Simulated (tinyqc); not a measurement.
Inside a calculation. Method: Pariser-Parr-Pople SCF with singles CI, for the molecule [CH2+]c1ccccc1 (SMILES; centres numbered as the heavy atoms are written). One step of it, computed by the program tinyqc.

Question. Iteration 1: Fock matrix. F_rr = H_rr + P_rr gamma_rr / 2 + sum_(s != r) P_ss gamma_rs; F_rs = H_rs - P_rs gamma_rs / 2; E = tr P (H + F) / 2 + core repulsion sum_(r<s) z_r z_s gamma_rs.

P at the start, lower triangle:
```
,1C,2C,3C,4C,5C,6C,7C
1C,0.428571
2C,0.635034,1.000000
3C,0.285714,0.522554,0.857143
4C,-0.112480,0.000000,0.705037,1.000000
5C,-0.285714,-0.224960,0.142857,0.635034,0.857143
6C,-0.112480,0.000000,-0.294963,0.000000,0.635034,1.000000
7C,0.285714,0.522554,-0.142857,-0.294963,0.142857,0.705037,0.857143
```

core matrix H (eV), lower triangle:
```
,1C,2C,3C,4C,5C,6C,7C
1C,-32.634190
2C,-2.390000,-38.460598
3C,0.000000,-2.390000,-36.988155
4C,0.000000,0.000000,-2.390000,-35.996907
5C,0.000000,0.000000,0.000000,-2.390000,-35.736146
6C,0.000000,0.000000,0.000000,0.000000,-2.390000,-35.996907
7C,0.000000,-2.390000,0.000000,0.000000,0.000000,-2.390000,-36.988155
```

repulsion gamma_rs (eV), lower triangle:
```
,1C,2C,3C,4C,5C,6C,7C
1C,11.130000
2C,5.345539,11.130000
3C,3.872515,5.346287,11.130000
4C,2.881267,3.872515,5.345539,11.130000
5C,2.621087,3.517455,3.872515,5.346287,11.130000
6C,2.881267,3.872515,3.518103,3.873196,5.346287,11.130000
7C,3.872515,5.346287,3.873196,3.518103,3.872515,5.345539,11.130000
```

Centres (angstrom, eV; a flat drawing with bonds scaled to 1.40 angstrom):
```
centre,x,y,core charge z,W,gamma_rr
1C,2.400000,0.000000,1,11.160000,11.130000
2C,1.000000,0.000000,1,11.160000,11.130000
3C,0.300000,1.212000,1,11.160000,11.130000
4C,-1.100000,1.212000,1,11.160000,11.130000
5C,-1.800000,0.000000,1,11.160000,11.130000
6C,-1.100000,-1.212000,1,11.160000,11.130000
7C,0.300000,-1.212000,1,11.160000,11.130000
```

Give: F; pi energy.

Answer.

F (eV), lower triangle:
```
,1C,2C,3C,4C,5C,6C,7C
1C,-10.256
2C,-4.087,-10.680
3C,-0.553,-3.787,-9.709
4C,0.162,0.000,-4.274,-9.271
5C,0.374,0.396,-0.277,-4.088,-8.994
6C,0.162,0.000,0.519,0.000,-4.088,-9.271
7C,-0.553,-3.787,0.277,0.519,-0.277,-4.274,-9.709
```

pi energy = -80.051 eV
